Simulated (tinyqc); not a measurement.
# Short-channel transistor, virtual-source model with series resistance: several studies

The current per gate width is the charge at the top of the source barrier (the virtual source) times its velocity times a saturation function; al and be are fitting constants of the model. Units: I in uA/um, Rs in ohm um, so I Rs = 1e-6 I Rs in volts; Q in uC/cm^2, so I = 1e-4 Q vx0 Fsat with vx0 in cm/s.

Inputs (values chosen for the exercise):
```
symbol,value,unit,meaning
T,273,K,temperature
Cinv,1.22,uF/cm^2,inversion capacitance
vx0,7.34e6,cm/s,velocity at the virtual source
mu,740,cm^2/(V s),apparent mobility
L,25,nm,channel length
VT0,0.375,V,threshold at zero drain voltage
dl,0.153,V/V,drain-induced barrier lowering
n0,1.37,,subthreshold factor
nd,0.05,1/V,growth of n with drain voltage
al,3.5,,threshold shift (in units of Vt) from weak to strong inversion
be,1.8,,sharpness of saturation
Rs,50,ohm um,series resistance of each contact
```

Constants: q = 1.602176634e-19 C, kB = 1.380649e-23 J/K, Vt = kB T/q. Results are converted to the units shown.

Each table varies one quantity; the others keep the values above.

## Effect of the series resistance of each contact on the on and off currents

Intrinsic voltages Vg' = Vgs - I Rs, Vd' = Vds - 2 I Rs. n = n0 + nd Vd', VT = VT0 - dl Vd', Ff = 1/(1 + exp((Vg' - VT + al Vt/2)/(al Vt))), Q = Cinv n Vt ln(1 + exp((Vg' - VT + al Vt Ff)/(n Vt))), Vdsat = (vx0 L/mu)(1 - Ff) + Vt Ff, Fsat = u/(1 + u^be)^(1/be) with u = Vd'/Vdsat, and I = Q vx0 Fsat per width. I is solved self-consistently. Ion is I at Vgs = Vds = 0.8 V, Ioff at Vgs = 0, Vds = 0.8 V, and Rlin = Vds/I at Vgs = 0.8 V, Vds = 0.05 V.

Effect of the series resistance of each contact on the on and off currents:

| Rs (ohm um) | Ion (uA/um) | Ioff (nA/um) | log10(Ion/Ioff) | Rlin (ohm um) |
|---|---|---|---|---|
| 0 | 489.7 | 146.3 | 3.525 | 148.1 |
| 25 | 475.8 | 146.3 | 3.512 | 167.4 |
| 50 | 462.7 | 146.3 | 3.500 | 197.5 |
| 100 | 438.4 | 146.3 | 3.477 | 280.6 |
| 150 | 416.6 | 146.2 | 3.455 | 375.1 |
| 200 | 396.9 | 146.2 | 3.434 | 472.8 |
| 300 | 362.6 | 146.1 | 3.395 | 670.9 |
| 400 | 333.8 | 146.0 | 3.359 | 870.1 |

What does the table show?

As Rs goes from 0 to 400 ohm um, Ion falls from 490 to 334 uA/um, Ioff stays near 146 nA/um and Rlin rises from 148 to 870 ohm um. Ion changes by a factor of 0.682 and Ioff by 0.998. The off current drops so little voltage over Rs that it changes by under 1 %.

## Effect of the threshold at zero drain voltage on the on and off currents

Same model as above.

Effect of the threshold at zero drain voltage on the on and off currents:

| VT0 (V) | Ion (uA/um) | Ioff (nA/um) | log10(Ion/Ioff) | Rlin (ohm um) |
|---|---|---|---|---|
| 0.15 | 652.7 | 2.485e4 | 1.419 | 155.6 |
| 0.2 | 610.5 | 1.061e4 | 1.760 | 161.7 |
| 0.25 | 568.2 | 3717 | 2.184 | 169.2 |
| 0.3 | 526.0 | 1105 | 2.677 | 178.6 |
| 0.35 | 483.8 | 292.9 | 3.218 | 190.4 |
| 0.4 | 441.6 | 72.03 | 3.787 | 205.6 |
| 0.45 | 399.4 | 16.94 | 4.373 | 225.8 |
| 0.5 | 357.3 | 3.879 | 4.964 | 253.1 |

As VT0 goes from 0.15 to 0.5 V, Ion falls from 653 to 357 uA/um, Ioff falls from 24800 to 3.88 nA/um and Rlin rises from 156 to 253 ohm um. Ion changes by a factor of 0.547 and Ioff by 1.56e-4. The off current depends on it through an exponential, the on current about linearly. For VT0 = 0.15 to 0.3 V the off current passes 1 uA/um, so the device is hardly off at Vgs = 0.

## Effect of the velocity at the virtual source on the on and off currents

Same model as above.

Effect of the velocity at the virtual source on the on and off currents:

| vx0 (cm/s) | Ion (uA/um) | Ioff (nA/um) | log10(Ion/Ioff) | Rlin (ohm um) |
|---|---|---|---|---|
| 5e6 | 321.0 | 99.67 | 3.508 | 234.6 |
| 7.1e6 | 448.4 | 141.5 | 3.501 | 199.7 |
| 1e7 | 617.4 | 199.3 | 3.491 | 183.1 |
| 1.4e7 | 838.2 | 278.9 | 3.478 | 175.2 |
| 2e7 | 1144 | 398.3 | 3.458 | 171.1 |
| 2.8e7 | 1508 | 557.4 | 3.432 | 169.1 |
| 4e7 | 1972 | 795.7 | 3.394 | 168.0 |

As vx0 goes from 5e6 to 4e7 cm/s, Ion rises from 321 to 1970 uA/um, Ioff rises from 99.7 to 796 nA/um and Rlin falls from 235 to 168 ohm um. Ion changes by a factor of 6.14 and Ioff by 7.98.

Computed by the program tinyqc: `OMP_NUM_THREADS=1 python tinyqc.py 2380143 2380144 out.jsonl`, one thread of a shared Intel Xeon 2.30GHz, about 0.02 s for the whole run.
